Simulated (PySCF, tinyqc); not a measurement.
Worked calculation: RHF in the sto-3g basis, for H4, spin multiplicity 1. The lowest restricted solution is unstable here: a spin-polarised one lies 0.1156 hartree lower (PySCF). One step of it, computed by the program tinyqc.

Task: Iteration 3: diagonalisation and new density. Diagonalise F' = X^T F X, C = X C', fill 2 alpha and 2 beta electrons from the bottom; D = 2 C_occ C_occ^T. Each column has its largest component positive (the first on a tie).

extrapolated F (hartree), lower triangle:
```
           1H 1s      2H 1s      3H 1s      4H 1s
1H 1s  -0.136042
2H 1s  -0.292091  -0.148121
3H 1s  -0.020130  -0.121615  -0.148121
4H 1s   0.010592  -0.020130  -0.292091  -0.136042
```

X, lower triangle:
```
           1H 1s      2H 1s      3H 1s     4H 1s
1H 1s   1.022936
2H 1s  -0.126418   1.032607
3H 1s   0.011014  -0.082717   1.032607
4H 1s  -0.001629   0.011014  -0.126418  1.022936
```

Give: F' = X^T F X; orbital energies; coefficients C; D after iteration 3.

Result:

F' = X^T F X (hartree), lower triangle:
```
        1       2       3       4
1  -0.069
2  -0.277  -0.064
3   0.014  -0.112  -0.064
4   0.008   0.014  -0.277  -0.069
```

orbital energies (hartree): MO1 -0.388, MO2 -0.313, MO3 0.150, MO4 0.283

coefficients C:
```
         MO1     MO2     MO3     MO4
1H 1s  0.389   0.503   0.614  -0.531
2H 1s  0.472   0.420  -0.484   0.675
3H 1s  0.472  -0.420  -0.484  -0.675
4H 1s  0.389  -0.503   0.614   0.531
```

D after iteration 3, lower triangle:
```
        1H 1s   2H 1s  3H 1s  4H 1s
1H 1s   0.808
2H 1s   0.789   0.799
3H 1s  -0.055   0.094  0.799
4H 1s  -0.203  -0.055  0.789  0.808
```
